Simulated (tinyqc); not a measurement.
Adsorption as a lattice gas: isotherms with interactions, competition, desorption peaks and saturation dose: one step, computed by the program tinyqc. Command: `OMP_NUM_THREADS=1 python tinyqc.py 3026951 3026952 out.jsonl adsorb walk`. One thread of a shared host (Intel(R) Xeon(R) Processor @ 2.30GHz), about 0.2 s of CPU time with the checks.

One adsorbate per site; a molecule needs 2 empty sites. Gas and surface have the same temperature.

Problem. Desorption peak without interaction. The peak obeys E/(k_B T_p^2) = (nu theta_0/beta) exp(-E/(k_B T_p)) if theta at the peak is theta_0/2. Redhead's shortcut, with the constant 3.46 (3.64 is also in use), reads E back as k_B T_p [ln(nu' T_p/beta) - 3.46], nu' = nu theta_0.

Inputs (values chosen for the exercise, for a model surface):
```
quantity                    value  unit
desorption energy E          1.29    eV
prefactor nu              4.5e+12   1/s
heating rate beta              14   K/s
initial coverage theta_0     0.14     -
```

Adsorption: dissociative (second order).

Constants: k_B = 8.617333262e-05 eV/K.

Give: peak temperature T_p; E by Redhead's shortcut.

Solution.

peak temperature T_p = 544.1 K

E by Redhead's shortcut = 1.283 eV

The shortcut misses by -0.53 %, since 3.46 stands for ln(E/(k_B T_p)) = 3.31. A prefactor wrong by a factor 100 would shift E by 0.216 eV.
